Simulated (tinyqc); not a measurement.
Harmonic transition-state theory with quantum, tunnelling and friction corrections: one step, computed by the program tinyqc.

One atom hops between equivalent sites; three modes at the minimum and two real modes at the saddle are treated as harmonic, the rest of the crystal as unchanged; melting is ignored, so hot rows may lie above the melting point.

Task: Quantum harmonic rate. Vineyard: nu* = product of minimum frequencies / product of real saddle frequencies; k_cl = nu* exp(-E_b/(k_B T)). Quantum harmonic: k_q = (k_B T/h) [prod 2 sinh(x_i/2) (minimum) / prod 2 sinh(x_j/2) (saddle)] exp(-E_b/(k_B T)), x = h nu/(k_B T). Zero-point correction to the barrier = (h/2)(sum of saddle frequencies - sum of minimum frequencies).

Inputs (values chosen for the exercise, modelled on interstitial lithium in silicon): barrier E_b = 0.647 eV; temperature T = 544 K.

Lattice of sites: three-dimensional.

frequencies at the minimum (THz): 9.92  10.9  11.7

real frequencies at the saddle (THz): 11.3  19.1

Constants: h x 1 THz = 4.135667696 meV; k_B = 8.617333262e-05 eV/K.

Give: x at the minimum; x at the saddle; zero-point correction; quantum harmonic rate k_q; ratio k_q/k_cl.

Result:

x at the minimum: 0.8752  0.9616  1.0322

x at the saddle: 0.9969  1.6850

zero-point correction = -4.3838 meV

quantum harmonic rate k_q = 5.6944e+06 1/s

ratio k_q/k_cl = 0.95816

To second order in x the ratio is 1 + (sum x_i^2 - sum x_j^2)/24 = 0.9551.
